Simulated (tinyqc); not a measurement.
Thermal boundary conductance by the acoustic and diffuse mismatch models: one step, computed by the program tinyqc. Command: `OMP_NUM_THREADS=1 python tinyqc.py 3009219 3009220 out.jsonl kapitza walk`. One thread of a shared host (Intel(R) Xeon(R) Processor @ 2.30GHz), about 0.01 s of CPU time with the checks.

Each side has one longitudinal and two transverse Debye branches, omega = v q up to q_D = (6 pi^2 n)^(1/3), with n counting all atoms. Scattering at the interface is elastic. Electrons are left out of G, also for metals. Melting is ignored. G refers to the temperatures of the phonons sent towards the interface. Linear branches over all atoms overstate G at high T, most for crystals with several atoms a cell.

Question. Boundary conductance. G = (k_B^4 T^3/(8 pi^2 hbar^3)) int W(x) x^4 e^x/(e^x - 1)^2 dx, x = hbar omega/(k_B T). Acoustic mismatch: W = sum over the three branches of alpha(1 to 2)/v_1^2, each up to the lower of its two cut-offs. Diffuse mismatch: W = S_1 S_2/(S_1 + S_2), where S_i sums 1/v^2 over the branches of side i still below their cut-off. Radiation limit: W = min(S_1, S_2). The integral is split at the four cut-offs (64 Gauss-Legendre points a piece, x at most 45). Boundary resistance R = 1/G and Kapitza length kappa_2/G use the diffuse value.

Inputs (values chosen for the exercise, modelled on gallium nitride (side 1) and magnesium oxide (side 2)): conductivity kappa_2 = 54.8 W/(m K); temperature T = 50 K.

Structure: superlattice.

Branches:
```
branch     v (m/s)  cut-off (K)  Z (1e6 kg/(m^2 s))
L, side 1     7950     1042.309             49.1310
T, side 1     4240      555.898             26.2032
L, side 2     9830     1380.680             35.9778
T, side 2     6010      844.139             21.9966
```

Transmission:
```
branch  t at normal incidence  largest angle from side 1 (deg)  alpha, 1 to 2  alpha, 2 to 1
L                   0.9761156                         53.97386      0.6360756      0.9724819
T                   0.9923832                         44.86921      0.4556631      0.9155057
```

Constants: k_B = 1.380649e-23 J/K; hbar = 1.054571817e-34 J s.

Give: G, acoustic mismatch; G, diffuse mismatch; G, radiation limit; boundary resistance R; Kapitza length in side 2.

Answer.

G, acoustic mismatch = 76.576 MW/(m^2 K)

G, diffuse mismatch = 54.685 MW/(m^2 K)

G, radiation limit = 82.911 MW/(m^2 K)

boundary resistance R = 18.286 m^2 K/GW

Kapitza length in side 2 = 1002.1 nm

The diffuse value is 0.71 times the acoustic one and 66 % of the radiation limit. Diffuse scattering lowers G here: it sends back a share of the phonons that specular transmission lets pass. Caution: kappa_2 is of room-temperature size, so the Kapitza length is only nominal at this T.
